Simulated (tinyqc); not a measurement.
Electromigration in a confined line: Blech product, Korhonen stress evolution and Black's law: one step, computed by the program tinyqc. Command: `OMP_NUM_THREADS=1 python tinyqc.py 3025829 3025830 out.jsonl emigr walk`. One thread of a shared host (Intel(R) Xeon(R) Processor @ 2.30GHz), about 0.01 s of CPU time with the checks.

The electron wind pushes atoms from the cathode (x = 0) to the anode (x = L); blocking ends build a back stress (tension positive). The input rho is taken not to change with temperature. d sigma/dt = d/dx [kappa (d sigma/dx + G)], with zero flux at both ends and sigma = sigma_0 at t = 0.

Question. Driving force and diffusivities. G = Z* e rho j/Omega; D = D0 exp(-E/(k_B T)); kappa = D B Omega/(k_B T); drift velocity of an unconfined line v = D Z* e rho j/(k_B T). SI: 1 micro-ohm cm = 1e-8 ohm m, 1 MA/cm^2 = 1e10 A/m^2. Temperatures in kelvin are T(C) + 273.15.

Inputs (values chosen for the exercise, close to those used for aluminium lines):
```
quantity,value,unit
resistivity rho,3.7,micro-ohm cm
atomic volume Omega,16.6,angstrom^3
effective charge number Z*,6,-
prefactor D0,1.4e-07,m^2/s
activation energy E,0.722,eV
effective modulus B,32,GPa
current density j,1.9,MA/cm^2
test temperature T,290,C
```

Start: thermal stress.

Constants: e = 1.602176634e-19 C; k_B = 8.617333262e-05 eV/K; k_B = 1.380649e-23 J/K.

Give: stress gradient G; diffusivity D; kappa; drift velocity.

Answer.

stress gradient G = 40.711 MPa/um

diffusivity D = 4.8390e-14 m^2/s

kappa = 3.3061e-12 m^2/s

drift velocity = 15142 nm/h
